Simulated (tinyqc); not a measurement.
What each parameter of the potential does: deformation potentials from a strained empirical pseudopotential.

Diamond lattice, no spin-orbit coupling. Atomic form factor V(q) = a1 (q^2 - a2)/(a3 exp(a4 q^2) - 1) in rydberg with q in 1/bohr, for the unstrained cell. Under a strain e the reciprocal vectors and k go over into (1 + e)^(-1) G, the atoms sit at +/- tau with tau = (1 + e) a (1,1,1)/8 - zeta a (eyz, ezx, exy)/4, and H(G,G') = c |k + G|^2 delta + (V(q)/det(1 + e)) cos(q.tau), q = G - G', with the term q = 0 left out; c = hbar^2/2m0. The basis is fixed before straining: all G with |k + G|^2 up to 16 (2 pi/a)^2. k is given in units of 2 pi/a of the unstrained cell.

Constants: hbar^2/2m0 = 3.80998211 eV angstrom^2; Ry = 13.60569312 eV; a0 (Bohr radius) = 0.5291772105 angstrom.

Parameters, chosen for this exercise (a germanium-sized cell with gaps well above those of Ge; not measured data): a = 5.663 angstrom (lattice constant); a1 = 0.401; a2 = 2.447; a3 = 2.083; a4 = 0.451; kD = 0.82 2 pi/a (position of the Delta minimum).

Gaps from the valence top to level 5 at Gamma and level 5 at (kD,0,0) and L, and their deformation potentials [E(+h) - E(-h)]/(3 ln((1 + h)/(1 - h))) for e = +/- h 1, h = 0.002. The row for the lattice constant keeps V(q) without the volume factor, so it is not a strain.

Results for these values:

| case | Gamma (eV) | Delta (eV) | L (eV) | potential Gamma (eV) | potential Delta (eV) | potential L (eV) |
|---|---|---|---|---|---|---|
| base | 1.502 | 1.366 | 1.159 | -9.08 | 0.67 | -3.05 |

What happens to each result for a2 = 2.471, all else kept?

Answer: Gamma falls from 1.502 to 1.360; Delta rises from 1.366 to 1.427; L falls from 1.159 to 1.140; potential Gamma falls from -9.08 to -9.13; potential Delta falls from 0.67 to 0.60; potential L falls from -3.05 to -3.09.

The same for each parameter in turn:

| case | Gamma (eV) | Delta (eV) | L (eV) | potential Gamma (eV) | potential Delta (eV) | potential L (eV) |
|---|---|---|---|---|---|---|
| base | 1.502 | 1.366 | 1.159 | -9.08 | 0.67 | -3.05 |
| a = 5.606 angstrom | 1.706 | 1.126 | 1.105 | -8.89 | 0.98 | -2.85 |
| a1 = 0.397 | 1.480 | 1.295 | 1.112 | -8.99 | 0.70 | -3.01 |
| a2 = 2.471 | 1.360 | 1.427 | 1.140 | -9.13 | 0.60 | -3.09 |
| a3 = 2.062 | 1.521 | 1.464 | 1.221 | -9.18 | 0.64 | -3.09 |
| a4 = 0.456 | 1.441 | 1.291 | 1.097 | -8.93 | 0.76 | -2.95 |

tinyqc: `OMP_NUM_THREADS=1 python tinyqc.py 1880040 1880041 out.jsonl`; about 0.2 s, one thread, shared Intel(R) Xeon(R) Processor @ 2.30GHz.
